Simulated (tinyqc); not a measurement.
## Thin-body transistor below threshold, two-dimensional Poisson equation on a small mesh: effect of the drain voltage

A thin body on a thick buried insulator of low permittivity, taken as carrying no normal field at the bottom of the body (row 0). Mobile charge is neglected (subthreshold), the body is fully depleted, and potentials are counted from the intrinsic level; rows run upward to the gate, columns from source to drain.

Mesh: rows i = 0..12 in the semiconductor (step hs = tb/12, row 12 on the interface), then 8 step(s) ho = tox/8 up to the gate row 20; columns j = 0..80 (step hy = L/80). Box integration, divided by eps0: up_i = eps hy/h of the interval above row i, dn_i = that of the interval below (0 for row 0), lat_i = (sum of eps h/2 over the intervals above and below)/hy, s_i = -q Na w_i hy/eps0 with w_i the semiconductor height of the box (hs/2 for row 0 and the interface row, hs between, 0 in the insulator). Each free node obeys (up + dn + 2 lat) psi = up psi(above) + dn psi(below) + lat [psi(left) + psi(right)] + s. Fixed values: gate row Vg - Vfb; column 0 at Vbi and the last column at Vbi + Vd in the semiconductor, each running linearly to Vg - Vfb across the insulator. The system is solved directly. On row 0 the minimum of psi and its place come from a parabola through the three lowest nodes; barrier = Vbi - minimum, swing = Vt ln 10/(d psi/dVg), DIBL = (d psi/dVd)/(d psi/dVg) there. Lambda = pi/k with k the smallest positive root of tan(k tox) tan(k tb) = eox/eps_r.

Values chosen for this exercise; semiconductor permittivity close to that of silicon:
- T = 293 K (temperature)
- eps_r = 11.8 (relative permittivity of the semiconductor)
- eox = 3.9 (relative permittivity of the insulator)
- tb = 3 nm (body thickness)
- tox = 1.9 nm (insulator thickness)
- L = 25 nm (channel length)
- Na = 2.6e18 cm^-3 (acceptor density of the depleted body)
- Vbi = 0.47 V (potential of the source)
- Vfb = -0.04 V (gate offset)
- Vg = 0 V (gate voltage)

Constants: q = 1.602176634e-19 C, kB = 1.380649e-23 J/K, Vt = kB T/q, eps0 = 8.8541878128e-14 F/cm where lengths are in cm. Results are converted to the units shown.

Effect of the drain voltage:

| Vd (V) | L/Lambda | barrier (V) | place y/L | swing (mV/decade) | DIBL (mV/V) |
|---|---|---|---|---|---|
| 0.05 | 1.721 | 0.4398 | 0.4913 | 67.92 | 80.10 |
| 0.25 | 1.721 | 0.4271 | 0.4628 | 68.14 | 68.77 |
| 0.45 | 1.721 | 0.4161 | 0.4410 | 68.49 | 61.33 |
| 0.65 | 1.721 | 0.4062 | 0.4233 | 68.91 | 55.97 |
| 0.85 | 1.721 | 0.3971 | 0.4084 | 69.36 | 51.88 |
| 1.05 | 1.721 | 0.3888 | 0.3955 | 69.83 | 48.62 |

As Vd goes from 0.05 to 1.05 V, the barrier falls from 0.440 to 0.389 V, the swing rises from 67.9 to 69.8 mV a decade and DIBL falls from 80.1 to 48.6 mV/V; the ideal swing is 58.1. The barrier top moves from y/L = 0.491 to 0.395, towards the source. In every row the body is under 5 nm thick, where quantum confinement matters.

Computed by the program tinyqc: `OMP_NUM_THREADS=1 python tinyqc.py 2480114 2480115 out.jsonl`, one thread of a shared Intel Xeon 2.30GHz, about 0.1 s for the whole run.
